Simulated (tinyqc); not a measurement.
One-dimensional ballistic tunnel FET, two-band WKB: one step of the calculation.

A p-type source for x < 0 with its Fermi level at 0 and its valence edge at ds; in the channel the bands fall as D exp(-x/lam) towards their flat values, with the conduction edge at Ec = ds - dP and D = dP + Eg. The gate moves dP one to one. The drain Fermi level lies at -Vd and the drain side reflects nothing. For w = E - Ec between 0 and dP an electron crosses the gap. Two-band dispersion with equal masses m: inside the gap kappa = sqrt(m u (1 - u/Eg)/C), u the distance from a band edge, C = hbar^2/(2 m0).

Question. The path through the gap by the midpoint rule. At w = w0 the path runs from xa = lam ln(D/(w + Eg)) to xb = lam ln(D/w); u(x) = w + Eg - D exp(-x/lam) is the height above the valence edge. Cut it into nc equal cells: S = 2 (cell width) times the sum of kappa at the centres.

Inputs (values chosen for the exercise); band and dielectric values close to those of indium arsenide: band gap Eg = 0.349 eV; band-edge mass of the two-band model m = 0.029 m0; screening length of the source junction lam = 2.1 nm; tunnelling window Ev(source) - Ec(channel) dP = 0.1 eV; energy above the channel conduction edge w0 = 0.072 eV; cells of the path nc = 9.

Constants: q = 1.602176634e-19 C, hbar = 1.054571817e-34 J s, m0 = 9.1093837015e-31 kg, hbar^2/(2 m0) = 0.0380998212 eV nm^2. Results are converted to the units shown.

Give: xa; xb; x; u; kappa; S.

Answer.

xa = 0.13522 nm
xb = 3.8437 nm

```
cell  x (nm)   u (eV)  kappa (1/nm)
0     0.3412  0.03934       0.16300
1     0.7533  0.10734       0.23785
2     1.1654  0.16323       0.25716
3     1.5774  0.20915       0.25257
4     1.9895  0.24690       0.23448
5     2.4015  0.27792       0.20757
6     2.8136  0.30341       0.17369
7     3.2257  0.32436       0.13203
8     3.6377  0.34158       0.07436
```

S = 1.4280

Numbers from tinyqc (`OMP_NUM_THREADS=1 python tinyqc.py 2620110 2620111 out.jsonl`; about 0.01 s on one thread of a shared Intel Xeon 2.30GHz).
